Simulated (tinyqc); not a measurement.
Low-temperature mobility of a two-dimensional electron gas with static screening. Changing the distance d of the charges from the interface. Computed by tinyqc, a small Python program. Command: `OMP_NUM_THREADS=1 python tinyqc.py 3029301 3029302 out.jsonl twodeg sweep`. One thread of a shared host (Intel(R) Xeon(R) Processor @ 2.30GHz), about 0.08 s of CPU time with the checks.

One subband is filled, the gas is degenerate and scatters at the Fermi circle; one permittivity serves on both sides of the interface. All formulas are in SI units, masses times m_0. Piezoelectric and polar phonons are left out, and n_s is taken as set by a gate, independent of N_i.

Inputs (values chosen for the exercise, modelled on an InAs channel):
```
quantity                     value    unit
in-plane mass m             0.0306     m_0
mass across the layer m_z    0.029     m_0
permittivity eps                15       -
valley degeneracy g_v            1       -
sheet density n_s          9.1e+11  1/cm^2
depletion charge N_d       3.5e+10  1/cm^2
roughness height Delta        0.28      nm
correlation length Lambda      2.6      nm
remote charge density N_i  4.5e+10  1/cm^2
density rho                   5680  kg/m^3
sound velocity v_l            4290     m/s
deformation potential D_A      6.9      eV
temperature T                   40       K
```

Wave function: Fang-Howard. Roughness spectrum: exponential.

Constants: m_0 = 9.1093837015e-31 kg; e = 1.602176634e-19 C; eps_0 = 8.8541878128e-12 F/m; hbar = 1.054571817e-34 J s; k_B = 1.380649e-23 J/K.

Method:
- k_F = sqrt(2 pi n_s/g_v); E_F = hbar^2 k_F^2/(2 m); q_TF = g_v m e^2/(2 pi eps eps_0 hbar^2); Fang-Howard parameter b = [12 m_z e^2 (N_d + 11 n_s/32)/(eps eps_0 hbar^2)]^(1/3), mean depth 3/b; effective field F = e (N_d + n_s/2)/(eps eps_0).
- Form factors with u = q/b: screening G(q) = [1 + 9u/8 + 3u^2/8]/(1 + u)^3, remote charge P(q) = exp(-q d)/(1 + u)^3. Dielectric function eps(q) = 1 + q_TF G(q)/q, with q = 2 k_F sin(theta/2).
- Roughness: <|U|^2> = (e F)^2 S(q), S = pi Delta^2 Lambda^2/(1 + q^2 Lambda^2/2)^(3/2).
- 1/tau_t = (m/(pi hbar^3)) int_0^pi (1 - cos theta) <|U|^2>/eps(q)^2 dtheta; the quantum rate 1/tau_q drops the factor (1 - cos theta); 200 Gauss-Legendre points in s with theta = pi s^2, s from 0 to 1; mu = e tau_t/m.
- Remote charges: <|U|^2> = N_i [e^2 P(q)/(2 eps eps_0 q)]^2.
- Unscreened deformation potential in equipartition: 1/tau = m D_A^2 k_B T I/(rho v_l^2 hbar^3), I = int |psi|^4 dz = 3 b/16 for the Fang-Howard function (used for both wave-function options); mu = e tau/m. Bloch-Grueneisen temperature T_BG = 2 hbar v_l k_F/k_B.
- At the Fermi circle the rates add, so 1/mu is the sum; sheet resistance 1/(n_s e mu); mean free path hbar k_F mu/e; the quantum time adds the rates 1/tau_q, with the isotropic acoustic rate e/(m mu).

One run for each value; columns: (1) distance d of the charges from the interface (nm); (2) remote-charge mobility (cm^2/(V s)); (3) tau_t/tau_q, charges; (4) mobility mu (cm^2/(V s)); (5) tau_q, charges (ps):
```
(1)            (2)     (3)         (4)     (5)
0.50    3.9075e+06    45.3  1.4756e+06   1.501
0.97    4.4265e+06    49.8  1.5440e+06   1.547
1.90    5.5396e+06    58.9  1.6603e+06   1.637
3.60    7.8750e+06    76.1  1.8223e+06   1.800
7.10    1.4029e+07   114.7  2.0282e+06   2.128
14.00   3.2583e+07   205.4  2.2101e+06   2.761
27.00   9.7971e+07   433.0  2.3149e+06   3.936
52.00   3.8547e+08  1085.2  2.3564e+06   6.180
100.00  1.8875e+09  3134.8  2.3679e+06  10.476
```

Describe and explain the trends.

Over the rows, remote-charge mobility (cm^2/(V s)) rises from 3.91e6 to 1.89e9 (exponent d ln y / d ln x 0.19 between the first rows and 2.4 between the last); tau_t/tau_q, charges rises from 45.3 to 3130 (exponent d ln y / d ln x 0.14 between the first rows and 1.6 between the last); mobility mu (cm^2/(V s)) rises from 1.48e6 to 2.37e6 (exponent d ln y / d ln x 0.068 between the first rows and 0.0075 between the last). tau_q grows only by a factor 6.98 while the remote-charge mobility grows by 483: a spacer removes large-angle events first.

Caution (all rows): E_F exceeds 1.1 (hbar^2 e^2 F^2/2 m_z)^(1/3), of the order of the first subband spacing (1.75 times that in a triangular well, less with self-consistent band bending), so a second subband may fill.
